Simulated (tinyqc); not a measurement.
# Changing the equivalent oxide thickness t

Model: ballistic transport through the one-dimensional subbands of a rectangular nanowire or nanosheet channel. Computed by tinyqc, a small Python program. Command: `OMP_NUM_THREADS=1 python tinyqc.py 3027410 3027411 out.jsonl wire sweep`. One thread of a shared host (Intel(R) Xeon(R) Processor @ 2.30GHz), about 0.05 s of CPU time with the checks.

Hard walls, parabolic subbands, transport along x. Energies are counted from the bulk conduction band edge at the top of the barrier, which the gate pulls down by U; the source Fermi level lies at the bulk edge when U = 0.

Inputs (values chosen for the exercise, modelled on silicon):
```
quantity,value,unit
light mass m_t,0.2,m_0
heavy mass m_l,0.904,m_0
height a,3.5,nm
width b,5.3,nm
gate voltage above flat band V_G,0.31,V
drain voltage V_D,0.05,V
temperature T,300,K
```

Valleys: silicon [100] wire.

Constants: hbar^2/(2 m_0) = 3.80998212 eV angstrom^2; k_B = 8.617333262e-05 eV/K; m_0 = 9.1093837015e-31 kg; k_B = 1.380649e-23 J/K; hbar = 1.054571817e-34 J s; eps_0 = 8.8541878128e-12 F/m; e = 1.602176634e-19 C; h = 6.62607015e-34 J s.

Method:
- E_pq = (hbar^2 pi^2/2)(p^2/(m_y b^2) + q^2/(m_z a^2)); valley pairs: (m_x, m_y, m_z) = (m_t, m_t, m_l), (m_t, m_l, m_t), (m_l, m_t, m_t), each with degeneracy g = 2; the 10 lowest subbands are kept.
- F_j(eta) = (1/Gamma(j + 1)) int_0^infinity x^j/(1 + exp(x - eta)) dx, F_0 = ln(1 + exp(eta)). Integrals over x = E/(k_B T) use 160 Gauss-Legendre points in u = sqrt(x) from 0 to sqrt(max(eta, 0) + 32).
- With degeneracy g = 2, eta_i = (U - E_i)/(k_B T) and u = e V_D/(k_B T): line density n = sum_i g sqrt(2 m_x k_B T/pi)/(2 hbar) [F_-1/2(eta_i) + F_-1/2(eta_i - u)]; gate: e n = C_ox (V_G - U/e), C_ox = 3.9 eps_0 2 (a + b)/t (flat-plate estimate); I = (2 e k_B T/h) sum_i g [F_0(eta_i) - F_0(eta_i - u)].

One run for each value:
```
equivalent oxide thickness t (nm),ballistic current I (microampere),line density n (1/nm),U (meV)
0.40,13.662,1.1758,186.01
0.57,11.113,0.9165,172.29
0.82,8.913,0.7014,158.38
1.20,6.981,0.5241,144.20
1.70,5.487,0.3979,131.67
2.40,4.244,0.3006,119.82
3.50,3.142,0.2194,107.56
5.00,2.331,0.1619,96.64
```

Describe and explain the trends.

Over the rows, ballistic current I (microampere) falls from 13.7 to 2.33 (exponent d ln y / d ln x -0.58 between the first rows and -0.84 between the last); line density n (1/nm) falls from 1.18 to 0.162 (exponent d ln y / d ln x -0.70 between the first rows and -0.85 between the last); U (meV) falls from 186 to 96.6 (exponent d ln y / d ln x -0.22 between the first rows and -0.30 between the last). Thinning the oxide by a factor 12.5 raises n by 7.26 and the current by 5.86. The charge lags because part of V_G goes into U (quantum capacitance and subband energy). The current lags the charge, since it counts the modes open within the bias window, not the carriers.

Extremes, crossings and ranges named in words are read from the listed rows.
